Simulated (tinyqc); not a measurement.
Thin film between two gates, subbands and threshold shift from confinement: two steps of the calculation.

Undoped body with a flat potential across it, hard walls, transport along x. Three valley pairs (g = 2 each) with the longitudinal mass along x, y or z. Non-parabolicity enters the subband edges through E (1 + al E) = gamma, so E = 2 gamma/(1 + sqrt(1 + 4 al gamma)); motion within a subband is taken as parabolic with the band-edge mass. Energies are counted from the bulk band edge.

Inputs (values chosen for the exercise); masses close to those of silicon:

| symbol | value | unit | meaning |
|---|---|---|---|
| T | 300 | K | temperature |
| ml | 0.921 | m0 | longitudinal mass |
| mt | 0.189 | m0 | transverse mass |
| al | 0 | 1/eV | non-parabolicity |
| t | 4 | nm | film thickness (along z) |
| dl | 0 | nm | widening of the box by penetration into the insulator |

Constants: q = 1.602176634e-19 C, kB = 1.380649e-23 J/K, hbar = 1.054571817e-34 J s, m0 = 9.1093837015e-31 kg, Vt = kB T/q, hbar^2/(2 m0) = 0.0380998212 eV nm^2. Results are converted to the units shown.

Problem 1. Lowest subbands. gamma = C (pi k/(t + dl))^2/mz, C = hbar^2/(2 m0). List the 5 lowest, labelled by valley axis and quantum numbers, with degeneracy g and N_k: N_k = g sqrt(mx my) m0 kB T/(pi hbar^2).

Give: E_k; g; N_k.

Solution 1.

```
subband  E_k (eV)  g  N_k (cm^-2)
z1        0.02552  2     4.082e12
z2         0.1021  2     4.082e12
x1         0.1243  2     9.011e12
y1         0.1243  2     9.011e12
z3         0.2297  2     4.082e12
```

Problem 2. Threshold shift. Each subband has N_k = g sqrt(mx my) m0 kB T/(pi hbar^2); without degeneracy n = exp(EF/Vt) sum N_k exp(-E_k/Vt). Classical value Nc times t, Nc = sum over valleys of 2 g (m m0 kB T/(2 pi hbar^2))^1.5 with m = (mx my mz)^(1/3). Threshold shift dVT = Vt ln(classical value/sum N_k exp(-E_k/Vt)). Use the subbands listed.

```
subband     E_k (eV)   N_k (cm^-2)
z1       0.025517791  4.0820953e12
z2        0.10207116  4.0820953e12
x1        0.12434860  9.0111880e12
y1        0.12434860  9.0111880e12
z3        0.22966012  4.0820953e12
```

Wanted: shares; sum N_k exp(-E_k/Vt); Nc; classical value; dVT.

Solution 2.

shares, subband z1 to z3 (%): [87.06, 4.51, 4.20, 4.20, 0.03]
sum N_k exp(-E_k/Vt) = 1.747e12 cm^-2
Nc = 2.731e19 cm^-3
classical value = 1.092e13 cm^-2
dVT = 47.38 mV

Numbers from tinyqc (`OMP_NUM_THREADS=1 python tinyqc.py 2350146 2350147 out.jsonl`; about 0.1 s on one thread of a shared Intel Xeon 2.30GHz).
